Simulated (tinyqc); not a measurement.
# MESFET, gradual channel with velocity saturation: two studies

A uniformly doped n-type channel, depleted from the top by a Schottky gate; at channel potential V the depleted share of a is u = sqrt((Vbi - Vg + V)/Vp), s at the source. Electrons drift with v = mu E/(1 + mu E/vsat). Abrupt depletion edge, no series resistance, source at 0.

Values chosen for this exercise; material values close to those of 4H silicon carbide: temperature T = 300 K; relative permittivity of the semiconductor eps_r = 9.81; conduction-band density of states at T Nc = 1.71e19 cm^-3; donor density of the channel Nd = 1.2e17 cm^-3; channel thickness a = 200 nm; low-field mobility at this doping mu = 390 cm^2/(V s); saturation velocity vsat = 2.3e7 cm/s; gate length L = 2 um; gate width W = 100 um; Schottky barrier phiB = 0.91 V; gate voltage Vg = 0 V.

Constants: q = 1.602176634e-19 C, kB = 1.380649e-23 J/K, Vt = kB T/q, eps0 = 8.8541878128e-14 F/cm where lengths are in cm. Results are converted to the units shown.

Each table varies one quantity; the others keep the values above.

## Effect of the gate voltage on saturation

Vbi = phiB - Vt ln(Nc/Nd); Vp = q Nd a^2/(2 eps0 eps_r); G0 = q mu Nd a W/L; Z = mu Vp/(vsat L); s = sqrt((Vbi - Vg)/Vp). I = (G0 Vp/3) F/(1 + Z (u^2 - s^2)), F = 3 (u^2 - s^2) - 2 (u^3 - s^3), with u at V = Vd; Z = 0 gives constant mobility, for which u stops at 1. The current peaks at u = um, the root of (1 - u)(1 + Z (u^2 - s^2)) = Z F/3; beyond Vdsat = Vp (um^2 - s^2) it is held at that value. gm = G0 (um - s)/(1 + Z (um^2 - s^2)).

The same in every row: Z = 0.3753.

Effect of the gate voltage on saturation:
```
Vg (V)	um	Vdsat (V)	Isat (mA)	Isat for Z = 0 (mA)	gm (mS)
-3.2	0.9991	0.4369	0.08229	0.08537	0.3664
-2.67	0.9956	0.9365	0.3874	0.4188	0.7822
-2.13	0.9896	1.423	0.9214	1.036	1.195
-1.6	0.9812	1.880	1.662	1.939	1.602
-1.07	0.9703	2.316	2.623	3.166	2.028
-0.53	0.9565	2.739	3.845	4.798	2.508
0	0.9399	3.129	5.319	6.845	3.079
```

As Vg goes from -3.2 to 0 V, Vdsat rises from 0.437 to 3.13 V, Isat rises from 0.0823 to 5.32 mA and gm rises from 0.366 to 3.08 mS. Isat is 0.964 of the constant-mobility value in the first row and 0.777 in the last. At Vg = -3.2 V the open channel at the source, (1 - s) a, is under two Debye lengths, so the abrupt edge is rough.

## Effect of the low-field mobility at this doping on saturation

Same model as above.

Result of one run:
```
mu (cm^2/(V s))	Z	um	Vdsat (V)	Isat (mA)	Isat for Z = 0 (mA)	gm (mS)
78	0.075066	0.98541	3.5169	1.2906	1.3690	0.79985
```

What becomes of these results when the low-field mobility at this doping mu is changed from 78 to 570 cm^2/(V s), all else the same?

Result of the changed run:
```
mu (cm^2/(V s))	Z	um	Vdsat (V)	Isat (mA)	Isat for Z = 0 (mA)	gm (mS)
570	0.54856	0.91971	2.9628	7.1011	10.004	4.0038
```

The whole series:
```
mu (cm^2/(V s))	Z	um	Vdsat (V)	Isat (mA)	Isat for Z = 0 (mA)	gm (mS)
78	0.075066	0.98541	3.5169	1.2906	1.3690	0.79985
130	0.12511	0.97655	3.4400	2.0740	2.2817	1.2672
210	0.20210	0.96405	3.3326	3.1795	3.6857	1.9057
350	0.33683	0.94484	3.1702	4.8788	6.1429	2.8441
570	0.54856	0.91971	2.9628	7.1011	10.004	4.0038
950	0.91426	0.88591	2.6926	10.090	16.674	5.4659
1600	1.5398	0.84441	2.3747	13.761	28.082	7.1458
```

As mu goes from 78 to 1600 cm^2/(V s), Vdsat falls from 3.52 to 2.37 V, Isat rises from 1.29 to 13.8 mA and gm rises from 0.800 to 7.15 mS. Isat is 0.943 of the constant-mobility value in the first row and 0.490 in the last.

Numbers from tinyqc (`OMP_NUM_THREADS=1 python tinyqc.py 2500125 2500126 out.jsonl`; about 0.06 s on one thread of a shared Intel Xeon 2.30GHz).
